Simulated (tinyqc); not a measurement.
# Worked calculation: frequency dispersion of an accumulation capacitance by border traps, distributed model

tinyqc, about 0.5 s, one thread, Intel Xeon 2.30GHz (shared host): `OMP_NUM_THREADS=1 python tinyqc.py 2202030 2202031 out.jsonl` Printed values are rounded.

Traps spread evenly through the insulator exchange electrons with the semiconductor by tunnelling, with tau(x) = t0 exp(2 ka x) at depth x from the interface. The admittance per area Y seen at depth x obeys dY/dx = -Y^2/(i w eps0 eox) + q Nb ln(1 + i w tau)/tau, with Y(0) = i w Cs and w = 2 pi f; the gate sees Y(tox) = G + i w C. Working variable y = Y/(i w), in uF/cm^2. Cox = eps0 eox/tox.

Values chosen for this exercise; permittivity close to that of silicon dioxide:
- eox = 3.93 (relative permittivity of the insulator)
- tox = 4.3 nm (insulator thickness)
- Cs = 4.6 uF/cm^2 (semiconductor capacitance in accumulation)
- Nb = 6e19 cm^-3 eV^-1 (density of border traps)
- ka = 3 1/nm (decay constant of the wave function in the insulator)
- t0 = 1e-11 s (time constant of a trap at the interface)
- f = 1e6 Hz (frequency)
- xe = 2.4 nm (depth down to which the steps are taken)

Constants: q = 1.602176634e-19 C, eps0 = 8.8541878128e-14 F/cm where lengths are in cm. Results are converted to the units shown.

## Scales and lumped estimate

Cox; trap-free value 1/(1/Cox + 1/Cs); response depth d = ln(1/(w t0))/(2 ka), where w tau = 1; lumped estimate: all traps within d act as C_bt = q Nb d placed at d/2, so C = 1/{1/[1/(1/Cs + d/(2 eps0 eox)) + C_bt] + (tox - d/2)/(eps0 eox)}.

Cox = 0.809232 uF/cm^2
trap-free C = 0.688169 uF/cm^2
d = 1.61251 nm
C_bt = 1.55011 uF/cm^2
lumped C = 0.788140 uF/cm^2

The traps within reach amount to 0.337 Cs and lie in the first 37.5 % of the insulator.

## Midpoint steps through the active depth

In terms of y: dy/dx = -y^2/(eps0 eox) + s(x), s = q Nb ln(1 + z)/z, z = i w tau. 11 midpoint steps of h = xe/11: y_half = y + (h/2) y'(x, y), y(new) = y + h y'(x + h/2, y_half).

```
point    x (nm)    s (uF/(cm^2 nm))       y (uF/cm^2)
0             0  0.961306-0.000030i  4.60000+0.00000i
1      0.218182  0.961306-0.000112i  3.78560-0.00001i
2      0.436364  0.961306-0.000414i  3.25284-0.00005i
3      0.654545  0.961303-0.001533i  2.88845-0.00019i
4      0.872727  0.961261-0.005677i  2.63028-0.00072i
5       1.09091  0.960694-0.021002i  2.44236-0.00272i
6       1.30909  0.953032-0.076836i  2.30234-0.01015i
7       1.52727  0.865941-0.246218i  2.19103-0.03655i
8       1.74545  0.496863-0.385331i  2.06115-0.09785i
9       1.96364  0.169512-0.247190i  1.88156-0.13881i
10      2.18182  0.048564-0.107880i  1.70212-0.14192i
11          2.4  0.013320-0.040294i  1.54490-0.12839i
```

## Capacitance and conductance at the gate

y at xe = 1.54490-0.12839i uF/cm^2

Beyond xe the traps are ignored, so 1/y(tox) = 1/y(xe) + (tox - xe)/(eps0 eox); C = Re y, G/w = -Im y, loss tangent G/(w C).

y at the gate = 0.839436-0.037723i uF/cm^2
C = 0.839436 uF/cm^2
G/w = 0.0377232 uF/cm^2
loss tangent = 0.0449387

A fine integration over the whole insulator gives C = 0.83830 and G/w = 0.04108 uF/cm^2; the coarse G/w is 8.2 % below that. The fine C is 22 % above the trap-free value, and the lumped estimate is 6.0 % below the fine result.
